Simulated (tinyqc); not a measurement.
Inside a calculation. Method: Pariser-Parr-Pople SCF with singles CI, for the molecule C=CC=CC=C(Cl)N=C (SMILES; centres numbered as the heavy atoms are written). One step of it, computed by the program tinyqc.

Problem. Singles CI, singlets. Over the 4 single excitations with the smallest orbital gaps: A = (e_a - e_i) delta + 2 (ia|jb) - (ij|ab), with (pq|rs) = sum c_mp c_mq gamma_mn c_nr c_ns. f = 2/3 w |mu|^2 in atomic units, mu = sqrt2 sum c_ia sum_m c_mi c_ma R_m.

orbital energies (eV): [-14.320880, -12.725315, -12.328591, -10.557214, -8.227827, -2.798589, -1.031370, 0.712455, 1.889416]

coefficients, order 1C, 2C, 3C, 4C, 5C, 6C, 7Cl, 8N, 9C:
```
[[0.015150, -0.120774, 0.286530, -0.469677, -0.433257, 0.372316, -0.431864, -0.364379, -0.192037],
 [0.033712, -0.202329, 0.447454, -0.473342, -0.182766, -0.156154, 0.360821, 0.486790, 0.329720],
 [0.068848, -0.259854, 0.488147, -0.026844, 0.442499, -0.385749, 0.148103, -0.354932, -0.442954],
 [0.129713, -0.281184, 0.393175, 0.366238, 0.337380, 0.285902, -0.422260, 0.070833, 0.486320],
 [0.248624, -0.252826, 0.158350, 0.484699, -0.360310, 0.329945, 0.259195, 0.298901, -0.468025],
 [0.454262, -0.180169, -0.078152, 0.209518, -0.434306, -0.360346, 0.140840, -0.474314, 0.384577],
 [0.713502, 0.632670, 0.167442, -0.130091, 0.161089, 0.090733, -0.025946, 0.083774, -0.061732],
 [0.397663, -0.456001, -0.414659, -0.226719, 0.104384, -0.261799, -0.419085, 0.342213, -0.195975],
 [0.204157, -0.305448, -0.306023, -0.270822, 0.337585, 0.539416, 0.468764, -0.246629, 0.111926]]
```

repulsion gamma_rs (eV), order 1C, 2C, 3C, 4C, 5C, 6C, 7Cl, 8N, 9C:
```
[[11.130000, 5.344829, 3.871592, 2.881123, 2.343721, 1.946694, 1.892260, 1.693306, 1.467840],
 [5.344829, 11.130000, 5.345303, 3.872630, 2.881112, 2.343721, 2.307049, 1.964117, 1.680539],
 [3.871592, 5.345303, 11.130000, 5.346616, 3.872553, 2.881190, 2.669941, 2.369016, 1.946957],
 [2.881123, 3.872630, 5.346616, 11.130000, 5.344187, 3.871515, 3.605512, 2.918843, 2.343721],
 [2.343721, 2.881112, 3.872553, 5.344187, 11.130000, 5.344829, 3.979469, 3.941107, 2.881123],
 [1.946694, 2.343721, 2.881190, 3.871515, 5.344829, 11.130000, 5.552633, 5.478368, 3.872630],
 [1.892260, 2.307049, 2.669941, 3.605512, 3.979469, 5.552633, 13.000000, 4.042072, 3.606298],
 [1.693306, 1.964117, 2.369016, 2.918843, 3.941107, 5.478368, 4.042072, 12.300000, 5.476148],
 [1.467840, 1.680539, 1.946957, 2.343721, 2.881123, 3.872630, 3.606298, 5.476148, 11.130000]]
```

Centres (angstrom, eV; a flat drawing with bonds scaled to 1.40 angstrom):
```
centre          x          y  core charge z          W   gamma_rr
1C      -4.474000  -0.216000              1  11.160000  11.130000
2C      -3.213000   0.393000              1  11.160000  11.130000
3C      -2.055000  -0.394000              1  11.160000  11.130000
4C      -0.795000   0.215000              1  11.160000  11.130000
5C       0.363000  -0.573000              1  11.160000  11.130000
6C       1.624000   0.036000              1  11.160000  11.130000
7Cl      1.727000   1.432000              2  26.000000  13.000000
8N       2.781000  -0.751000              1  14.100000  12.300000
9C       4.042000  -0.142000              1  11.160000  11.130000
```

Give: singlet CI matrix; singlet excitation energies; oscillator strengths.

Solution.

singlet CI matrix (eV), order 5>6, 5>7, 4>6, 5>8:
```
[[3.4312, -0.0225, 0.0424, 0.0377],
 [-0.0225, 4.7755, -0.3474, 0.0071],
 [0.0424, -0.3474, 5.3212, -0.2623],
 [0.0377, 0.0071, -0.2623, 6.2023]]
```

singlet excitation energies (eV): [3.4294, 4.5990, 5.4201, 6.2816]

oscillator strengths: [1.9713, 0.0636, 0.0105, 0.0073]
